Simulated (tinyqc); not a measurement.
Worked calculation: band offset of a heterojunction with an interface dipole (two-band chains, self-consistent charge). Values are carried at full precision from step to step, so a last printed digit may differ when a step is redone from the rounded ones.

Sites alternate A, C. Left: A at -G1/2, C at +G1/2, hopping -t1; right: A at D - G2/2, C at D + G2/2, hopping -t2; the bonds across the two interfaces of a ring (C left to A right, C right to A left) have -sqrt(t1 t2). D is the offset of the mid-gaps, so Ev(right) - Ev(left) = D - (G2 - G1)/2 and Ec(right) - Ec(left) = D + (G2 - G1)/2. The closing bond has its sign reversed (antiperiodic ring). Half the levels are filled with two electrons each. The charge moved is q = (electrons on the left) less one a site; the mean over the two interfaces, q/2, is taken as the charge that crosses each, and its dipole opposes the offset: D = D0 - u q/2.

Inputs chosen for the exercise (gaps near those of Si and HfO2; the chains and D0 are free models, so the offsets are not those of the real pair; not measured data):
```
symbol  value  unit  meaning
G1      1.17   eV    gap on the left
G2      5.6    eV    gap on the right
t1      2.75   eV    hopping on the left
t2      2.15   eV    hopping on the right
D0      0.79   eV    mid-gap of the right side above that of the left, without dipole
n       2            cells a side in the small ring
u       8.4    eV    potential step per electron moved across
mx      0.2          mixing
```

## The small ring at D = D0

Fill in H.

H (eV), rows AL1, CL1, AL2, CL2, AR1, CR1, AR2, CR2 and columns alike:
$$\begin{pmatrix}
-0.5850 & -2.7500 & 0 & 0 & 0 & 0 & 0 & 2.4316 \\
-2.7500 & 0.5850 & -2.7500 & 0 & 0 & 0 & 0 & 0 \\
0 & -2.7500 & -0.5850 & -2.7500 & 0 & 0 & 0 & 0 \\
0 & 0 & -2.7500 & 0.5850 & -2.4316 & 0 & 0 & 0 \\
0 & 0 & 0 & -2.4316 & -2.0100 & -2.1500 & 0 & 0 \\
0 & 0 & 0 & 0 & -2.1500 & 3.5900 & -2.1500 & 0 \\
0 & 0 & 0 & 0 & 0 & -2.1500 & -2.0100 & -2.1500 \\
2.4316 & 0 & 0 & 0 & 0 & 0 & -2.1500 & 3.5900
\end{pmatrix}$$

## Levels and site charges

Diagonalise, fill the lower half with two electrons each, and sum the electrons on the left (L) less one a site.

levels (eV): [-5.0298, -4.2045, -2.7267, -1.6574, 2.0261, 3.7729, 5.1612, 5.8180]

electrons on the sites: AL1 1.3595, CL1 0.7493, AL2 1.2912, CL2 0.7010, AR1 1.5935, CR1 0.2913, AR2 1.6877, CR2 0.3266

q = 0.1010 electrons

Electrons move to the left, the side whose mid-gap lies lower.

## Self-consistent offset

From here on the ring has 24 cells a side.

Start at D = D0; D(out) = D0 - u q(D)/2; D(new) = D + mx (D(out) - D); stop when |D(out) - D| < 1e-7 eV.

Iterations:
```
i     D (eV)        q  D(out) (eV)  D(out) - D
0    0.79000  0.11664      0.30011      -0.490
1    0.69202  0.10160      0.36326      -0.329
2    0.62627  0.09164      0.40510      -0.221
3    0.58204  0.08500      0.43302      -0.149
4    0.55223  0.08054      0.45174      -0.100
5    0.53213  0.07754      0.46433     -0.0678
6    0.51857  0.07552      0.47280     -0.0458
7    0.50942  0.07416      0.47851     -0.0309
8    0.50324  0.07325      0.48237     -0.0209
...      ...      ...          ...         ...
36   0.49038  0.07134      0.49038   -3.54e-07
37   0.49038  0.07134      0.49038   -2.39e-07
38   0.49038  0.07134      0.49038   -1.62e-07
39   0.49038  0.07134      0.49038   -1.09e-07
40   0.49038  0.07134      0.49038   -7.38e-08
```

D = 0.4904 eV

Converged at i = 40: the dipole removes 38 % of the starting offset.

## Linear response

chi = (q(+h) - q(-h))/(2h) at D = 0 with h = 0.01 eV; S = 1/(1 + u chi/2); linear estimate D = S D0.

chi = 0.14413 1/eV
S = 0.6229
linear estimate of D = 0.4921 eV

The self-consistent value is 0.4904 eV, -1.7 meV from the estimate. At D = 0 no net charge crosses: the mid-gaps are the neutrality levels of these symmetric chains.

## The line-up

Ev(right) - Ev(left) = D - (G2 - G1)/2 and Ec(right) - Ec(left) = D + (G2 - G1)/2, for D0, for the self-consistent D and for D = 0. Type I: the offsets have opposite signs; type III: one valence edge lies above the other conduction edge; else type II.

Offsets (eV):
```
case                           D  valence  conduction                 type
no dipole                  0.790   -1.425       3.005  type I (straddling)
self-consistent            0.490   -1.725       2.705  type I (straddling)
neutrality levels aligned  0.000   -2.215       2.215  type I (straddling)
```

The dipole shifts both offsets alike and leaves the type.

## Checks

- q at D = 0 against zero, as particle-hole symmetry demands: both 0.000000.
- q at the self-consistent D on 24 against 48 cells a side: both 0.0713.

tinyqc: `OMP_NUM_THREADS=1 python tinyqc.py 1450152 1450153 out.jsonl`; about 0.4 s, one thread, shared Intel(R) Xeon(R) Processor @ 2.30GHz.
